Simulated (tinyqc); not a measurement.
Worked calculation: standing waves and exposure in a photoresist film. Values are carried at full precision from step to step, so a last printed digit may differ when a step is redone from the rounded ones.

Normal incidence from air. Unexposed resist: N1 = n1 + i k1 with k1 = (A + B) lam/(4 pi), lam in micrometres. r01 = (1 - N1)/(1 + N1), t01 = 2/(1 + N1). Substrate Ns = ns + i ks: r12 = (N1 - Ns)/(N1 + Ns). With p = exp(2 pi i N1 d/lam), the field at depth z is E(z) = t01 [exp(2 pi i N1 z/lam) + r12 p^2 exp(-2 pi i N1 z/lam)]/(1 + r01 r12 p^2), the relative intensity I(z) = n1 |E(z)|^2 and the reflectance R = |(r01 + r12 p^2)/(1 + r01 r12 p^2)|^2.

Values chosen for the exercise (a resist on Si, indices near tabulated ones; the results hold for these values, not for the real material):

| symbol | value | unit | meaning |
|---|---|---|---|
| lam | 365 | nm | vacuum wavelength |
| n1 | 1.704 |  | resist index |
| A | 0.87 | 1/micrometre | bleachable absorption (Dill A) |
| B | 0.08 | 1/micrometre | fixed absorption (Dill B) |
| d | 841 | nm | resist thickness |
| ns | 6.622 |  | substrate n |
| ks | 2.673 |  | substrate k |
| C | 0.016 | cm^2/mJ | exposure rate (Dill C) |
| D | 20 | mJ/cm^2 | incident dose |
| Ld | 30 | nm | diffusion length of the post-exposure bake |

## Interface coefficients

Form N1, r01, t01 and r12.

N1 = 1.70400+0.02759i
r01 = -0.2604-0.0075i
t01 = 0.7396-0.0075i
r12 = -0.6277-0.1141i
|r12|^2 = 0.4070

Next to the bottom the intensity swings by a factor ((1 + |r12|)/(1 - |r12|))^2 = 20.5 between antinode and node.

## Round trip and reflectance

Form p^2, the denominator and R; the period of the standing wave is lam/(2 n1).

p^2 = 0.2699-0.3599i
1 + r01 r12 p^2 = 1.0563-0.0492i
R = 0.2298
period = 107.10 nm

The film holds 7.85 periods.

## Intensity and exposure over the lowest period

Nine depths from d - period to d. Without bleaching during the exposure the share of unexposed compound is m = exp(-C D I).

Profile:

| z (nm) | I | m |
|---|---|---|
| 733.9 | 0.082 | 0.974 |
| 747.3 | 0.156 | 0.951 |
| 760.7 | 0.461 | 0.863 |
| 774.1 | 0.815 | 0.770 |
| 787.4 | 1.010 | 0.724 |
| 800.8 | 0.930 | 0.743 |
| 814.2 | 0.619 | 0.820 |
| 827.6 | 0.258 | 0.921 |
| 841.0 | 0.057 | 0.982 |

I runs from 0.057 to 1.010 on these points, so m runs from 0.724 to 0.982; the least exposed point listed lies 0.0 nm above the bottom.

## Smoothing by the bake

Gaussian diffusion of length Ld multiplies a cosine of period L by exp(-2 pi^2 Ld^2/L^2). Give that factor, and the Ld that leaves 10 %.

factor = 0.213
Ld for 10 % = 36.58 nm

## Checks

- R against the transfer-matrix product: both 0.22976.
- Absorption (A + B) d times the mean of I against 1 - R - T: both 0.549.

Run: tinyqc, `OMP_NUM_THREADS=1 python tinyqc.py 1680015 1680016 out.jsonl`; Intel(R) Xeon(R) Processor @ 2.30GHz, one thread, shared host; about 0.01 s of CPU time with all checks.
